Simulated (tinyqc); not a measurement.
Thickness from the minima: X-ray reflectivity of a thin film on silicon: critical angles, Parratt recursion, fringes and roughness. Computed by tinyqc, a small Python program. Command: `OMP_NUM_THREADS=1 python tinyqc.py 3120184 3120185 out.jsonl xrr walk`. One thread of a shared host (Intel(R) Xeon(R) Processor @ 2.30GHz), about 0.01 s of CPU time with the checks.

n = 1 - delta + i beta; the classical electron radius is r_e = 2.8179403e-6 nm. Layer 0 is vacuum, 1 the film, 2 the substrate.

Inputs (values chosen for the exercise, modelled on TaN on silicon, copper K-alpha radiation):

| quantity | value | unit |
|---|---|---|
| wavelength lambda | 0.15406 | nm |
| film density rho | 13.7 | g/cm^3 |
| effective electrons per unit mass, film | 0.412 | mol/g |
| beta/delta, film | 0.088 | - |
| film thickness d | 27.1 | nm |
| roughness of the surface sigma_1 | 0.41 | nm |
| roughness of the interface sigma_2 | 0.77 | nm |
| substrate density | 2.33 | g/cm^3 |
| effective electrons per unit mass, substrate | 0.507 | mol/g |
| beta/delta, substrate | 0.023 | - |
| grazing angle theta | 1.33 | degrees |

Constants: N_A = 6.02214076e+23 1/mol.

Method:
- delta = r_e lambda^2 rho_e/(2 pi), rho_e = density x electrons per mass x N_A; critical angle sqrt(2 delta), q_c = 4 sqrt(pi r_e rho_e).
- k_j = (2 pi/lambda) sqrt(sin^2 theta - 2 delta_j + 2 i beta_j); r_ij = (k_i - k_j)/(k_i + k_j) x exp(-2 k_i k_j sigma^2) (Nevot-Croce); r = (r_01 + r_12 p)/(1 + r_01 r_12 p), p = exp(2 i k_1 d); R = |r|^2.
- Far above the critical angle the period is d theta = lambda/(2 d), or 2 pi/d in q; the envelope runs between (|r_01| - |r_12 p|)^2 and (|r_01| + |r_12 p|)^2; contrast = 2 a b/(a^2 + b^2) with a = |r_01|, b = |r_12 p|; roughness factors on the amplitudes are about exp(-q^2 sigma^2/2).
- Minima of R theta^4 are located on 6001 points over 7.5 periods, from 1.15 times the larger critical angle. With refraction, sin^2(theta_m) = 2 delta + m^2 (lambda/(2 d))^2, m integer or half-integer; the first six minima are used, and the first order is the one that minimises the largest residual of the least-squares line plus the distance of its intercept from 2 delta. Without refraction, d = lambda/(2 x mean step of sin theta).

Constants:

| layer | rho_e (1/nm^3) | delta | beta | critical angle (degrees) | q_c (1/nm) |
|---|---|---|---|---|---|
| film | 3399.14 | 3.61827e-05 | 3.18407e-06 | 0.487403 | 0.693881 |
| substrate | 711.40 | 7.57263e-06 | 1.74170e-07 | 0.222977 | 0.317437 |

period in theta = 0.162860 degrees

Minima:

| order m | theta (degrees) | sin^2 theta |
|---|---|---|
| 2 | 0.5882 | 1.0539e-04 |
| 3 | 0.6912 | 1.4553e-04 |
| 4 | 0.8146 | 2.0211e-04 |
| 5 | 0.9497 | 2.7475e-04 |
| 6 | 1.0927 | 3.6364e-04 |
| 7 | 1.2407 | 4.6880e-04 |

d with refraction = 27.104 nm

d without refraction = 33.827 nm

What does the comparison show, and why?

Against d = 27.1 nm the errors are +0.01 % with and +24.82 % without refraction. The orders are integers, as r_01 and r_12 have opposite signs for a film denser than the substrate.

Extremes, crossings and ranges named in words are read from the listed rows.
